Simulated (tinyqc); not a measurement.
FCI on RHF in the 6-311g basis, for H-, spin multiplicity 1, step by step. The basis has no diffuse functions, so it cannot describe the extra electron: this is an exercise in the method, not the real anion. Computed by tinyqc, a small Python program that keeps every step (integrals from PySCF). Settings: charge = -1, multiplicity = 1, basis = 6-311g, method = RHF, energy threshold = 1e-10, iteration cap = 69, orthogonalisation = canonical, start = core, DIIS depth = 6, ci = FCI, davidson = 1. Command: `OMP_NUM_THREADS=1 python tinyqc.py 23399 23400 out.jsonl` (the two numbers bound the seeds that draw the settings). One thread of a shared host (Intel(R) Xeon(R) Processor @ 2.60GHz), about 0.07 s of CPU time with the checks. The early iterations of the SCF are left out here.

## One-electron integrals

Geometry (angstrom):

| atom | x | y | z |
|---|---|---|---|
| H | 0.000000 | 0.000000 | 0.000000 |

Basis 6-311g: exponents (1/bohr^2) and contraction coefficients of normalised primitives:

| element | l (shell) | exponent | coefficient |
|---|---|---|---|
| H | s (1) | 33.865000 | 0.025494 |
| H | s (1) | 5.094790 | 0.190373 |
| H | s (1) | 1.158790 | 0.852161 |
| H | s (2) | 0.325840 | 1.000000 |
| H | s (3) | 0.102741 | 1.000000 |

Overlap, kinetic and nuclear-attraction integrals over the contracted functions; the nuclear repulsion is the sum of Za Zb / Rab.

nuclear repulsion = 0 hartree

overlap S:
```
          1H 1s     1H 2s     1H 3s
1H 1s  1.000000  0.706377  0.373664
1H 2s  0.706377  1.000000  0.788963
1H 3s  0.373664  0.788963  1.000000
```

kinetic energy T (hartree):
```
          1H 1s     1H 2s     1H 3s
1H 1s  2.304348  0.549119  0.106346
1H 2s  0.549119  0.488760  0.184881
1H 3s  0.106346  0.184881  0.154112
```

nuclear attraction V (hartree):
```
           1H 1s      1H 2s      1H 3s
1H 1s  -2.111097  -1.060726  -0.514994
1H 2s  -1.060726  -0.910903  -0.582812
1H 3s  -0.514994  -0.582812  -0.511496
```

core Hamiltonian H = T + V (hartree):
```
           1H 1s      1H 2s      1H 3s
1H 1s   0.193252  -0.511607  -0.408648
1H 2s  -0.511607  -0.422143  -0.397930
1H 3s  -0.408648  -0.397930  -0.357384
```

## Two-electron integrals

Functions are numbered as in S; the eight-fold symmetry (ij|kl) = (ji|kl) = (kl|ij) leaves the list below.

Two-electron integrals (ij|kl) in chemists' order, unique and non-zero (hartree):
```
(11|11) 1.393035   (21|11) 0.822971   (21|21) 0.509703   (22|11) 0.822904
(22|21) 0.543028   (22|22) 0.644106   (31|11) 0.411256   (31|21) 0.257757
(31|22) 0.279868   (31|31) 0.130794   (32|11) 0.543681   (32|21) 0.365771
(32|22) 0.452669   (32|31) 0.189803   (32|32) 0.325140   (33|11) 0.494021
(33|21) 0.340115   (33|22) 0.445993   (33|31) 0.178035   (33|32) 0.331779
(33|33) 0.361682
```

## Orthogonalisation

S = U s U^T; canonical form X = U s^(-1/2), so that X^T S X = 1. Each column of U has its largest component positive (the first on a tie).

eigenvalues of S: 0.109211  0.629350  2.261439

X:
```
               1          2         3
1H 1s  -1.182805   0.952862  0.349221
1H 2s   2.312658  -0.064800  0.427480
1H 3s  -1.552142  -0.822676  0.370813
```

## Starting guess

The start is the orbitals of the core Hamiltonian; D = 2 C_occ C_occ^T.

D at the start:
```
          1H 1s     1H 2s     1H 3s
1H 1s  0.113322  0.239802  0.182605
1H 2s  0.239802  0.507449  0.386414
1H 3s  0.182605  0.386414  0.294248
```

## Iteration 6 (converged): orbitals

converged F (hartree):
```
           1H 1s      1H 2s      1H 3s
1H 1s   1.153994  -0.021484  -0.261960
1H 2s  -0.021484   0.169888  -0.038268
1H 3s  -0.261960  -0.038268   0.063977
```

Diagonalise F' = X^T F X, C = X C', fill 1 alpha and 1 beta electrons from the bottom; D = 2 C_occ C_occ^T. Each column has its largest component positive (the first on a tie).

F' = X^T F X (hartree):
```
           1          2          3
1   2.107638  -1.091877  -0.102564
2  -1.091877   1.501048   0.348594
3  -0.102564   0.348594   0.094186
```

orbital energies (hartree): MO1 -0.003713, MO2 0.739018, MO3 2.967567

coefficients C:
```
            MO1        MO2        MO3
1H 1s  0.174977   0.085029  -1.546312
1H 2s  0.174688   1.488048   1.813980
1H 3s  0.764770  -1.437421  -0.756565
```

D after iteration 6:
```
          1H 1s     1H 2s     1H 3s
1H 1s  0.061234  0.061133  0.267635
1H 2s  0.061133  0.061032  0.267193
1H 3s  0.267635  0.267193  1.169746
```

## Convergence

Stop when the energy changes by less than 1e-10 hartree and every element of the error matrix X^T (F D S - S D F) X is below 3e-06.

Course of the cycle:

| iteration | E (hartree) | change | largest element of the error matrix |
|---|---|---|---|
| 1 | -0.37454721 | - | 3.74e-01 |
| 2 | -0.46493453 | -9.04e-02 | 3.60e-02 |
| 3 | -0.46666008 | -1.73e-03 | 4.82e-03 |
| 4 | -0.46667188 | -1.18e-05 | 5.55e-05 |
| 5 | -0.46667188 | -1.00e-09 | 5.58e-08 |
| 6 | -0.46667188 | -3.55e-15 | 2.73e-08 |

PySCF RHF in the same basis = -0.46667188 hartree

Converged in 6 iterations.

## Populations

Mulliken: Z minus the diagonal of D S on the atom; Loewdin: the same with S^(1/2) D S^(1/2).

Charges (e):

| atom | Mulliken | Loewdin |
|---|---|---|
| 1H | -1.000000 | -1.000000 |

## Integrals over molecular orbitals

(pq|rs) = sum C_ip C_jq C_kr C_ls (ij|kl), one index at a time.

one-electron integrals over orbitals h = C^T H C (hartree):
```
           1          2         3
1  -0.462958  -0.131518  0.034441
2  -0.131518   0.000966  0.148299
3   0.034441   0.148299  1.874628
```

Two-electron integrals over orbitals (pq|rs), unique and non-zero (hartree):
```
(11|11) 0.459245    (21|11) 0.131518    (21|21) 0.102796    (22|11) 0.420424
(22|21) 0.120042    (22|22) 0.396446    (31|11) -0.034441   (31|21) -0.050137
(31|22) -0.050440   (31|31) 0.077965    (32|11) -0.099218   (32|21) -0.084884
(32|22) -0.101309   (32|31) 0.082157    (32|32) 0.106288    (33|11) 0.585452
(33|21) 0.253060    (33|22) 0.554751    (33|31) -0.175866   (33|32) -0.271735
(33|33) 1.026164
```

## FCI: determinants and Hamiltonian

Hartree-Fock energy = -0.46667188 hartree

Slater-Condon rules over spin orbitals, with the nuclear repulsion added and E(HF) subtracted on the diagonal.

Occupation strings over the orbitals (2 doubly, a alpha, b beta, 0 empty; spin orbitals ordered 1a 1b 2a 2b ...): 200 ab0 a0b ba0 b0a 020 0ab 0ba 002

H - E(HF) between determinants (hartree):
```
           200        ab0        a0b        ba0        b0a        020        0ab        0ba
200   0.000000   0.000000   0.000000   0.000000   0.000000   0.102796  -0.050137   0.050137
ab0   0.000000   0.425104   0.049081  -0.102796   0.050137  -0.011476  -0.084884   0.015999
a0b   0.000000   0.049081   2.463793   0.050137  -0.077965  -0.084884   0.121542  -0.082157
ba0   0.000000  -0.102796   0.050137   0.425104   0.049081   0.011476   0.015999  -0.084884
b0a   0.000000   0.050137  -0.077965   0.049081   2.463793   0.084884  -0.082157   0.121542
020   0.102796  -0.011476  -0.084884   0.011476   0.084884   0.865049   0.046990  -0.046990
0ab  -0.050137  -0.084884   0.121542   0.015999  -0.082157   0.046990   2.897017  -0.106288
0ba   0.050137   0.015999  -0.082157  -0.084884   0.121542  -0.046990  -0.106288   2.897017
002   0.077965   0.082157  -0.141426  -0.082157   0.141426   0.106288  -0.123437   0.123437

           002
200   0.077965
ab0   0.082157
a0b  -0.141426
ba0  -0.082157
b0a   0.141426
020   0.106288
0ab  -0.123437
0ba   0.123437
002   5.242092
```

## FCI: roots

Diagonalise (each vector has its largest component positive (the first on a tie)); all determinants have Ms = 0, so triplets appear too. The lowest singlet root is the correlation energy.

lowest roots of this matrix, relative to E(HF) (hartree): -0.014960  0.315528  0.520494  0.864286  2.387387  2.470382  2.795949  3.059906

lowest vectors:
```
        root 1     root 2     root 3     root 4
200   0.992612   0.000000   0.000301   0.118552
ab0   0.002709   0.705990   0.705635  -0.031534
a0b  -0.006020  -0.034218  -0.002096   0.051276
ba0  -0.002709   0.705990  -0.705635   0.031534
b0a   0.006020  -0.034218   0.002096  -0.051276
020  -0.117561   0.000000   0.046086   0.988304
0ab   0.018329   0.020192   0.026768  -0.026636
0ba  -0.018329   0.020192  -0.026768   0.026636
002  -0.011892   0.000000  -0.024325  -0.023112
```

<S^2> of these roots: 0.000000  2.000000  0.000000  0.000000  2.000000  0.000000  2.000000  0.000000

weight of the ground state by excitation level 0, 1, 2, ...: 0.985279  0.000087  0.014634

## The lowest root by the Davidson method

Start from the reference; add the residual divided by (theta - H_ii), orthogonalised, at each step.

Davidson iterations:

| iteration | subspace | lowest Ritz value (hartree) | residual norm |
|---|---|---|---|
| 1 | 1 | 0 | 1.47e-01 |
| 2 | 2 | -0.01472094 | 2.64e-02 |
| 3 | 3 | -0.01495892 | 1.78e-03 |
| 4 | 4 | -0.01496047 | 1.45e-04 |
| 5 | 5 | -0.01496048 | 3.95e-06 |
| 6 | 6 | -0.01496048 | 2.55e-16 |
